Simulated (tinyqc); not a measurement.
Atomic layer deposition: Langmuir saturation, growth per cycle and coating of deep features: one step, computed by the program tinyqc.

Precursor A sticks only on free sites, so a long enough pulse saturates; co-reactant B then frees the sites again.

Problem. Flux and saturation time. Wall flux F = p/sqrt(2 pi M k_B T); rate of filling k_a = beta F/q; desorption k_d = 1e13 exp(-E_d/(k_B T)) per second. 1/m^2 = 1e-18/nm^2. Temperatures in kelvin are T(C) + 273.15.

Inputs (values chosen for the exercise, modelled on hafnium oxide from an amide and water):
```
quantity                                  value    unit
precursor mass M                            411       u
site density q                              2.6  1/nm^2
sticking probability beta on free sites  0.0012       -
precursor pressure p                         24      Pa
temperature T                               300       C
desorption energy E_d                      1.63      eV
```

Constants: u = 1.6605390666e-27 kg; k_B = 1.380649e-23 J/K; k_B = 8.617333262e-05 eV/K.

Give: flux F; k_a; k_d; time to 99 % without desorption, ln(100)/k_a.

Solution.

flux F = 1.3029e+05 1/(nm^2 s)

k_a = 60.132 1/s

k_d = 0.046474 1/s

time to 99 % without desorption, ln(100)/k_a = 0.076584 s
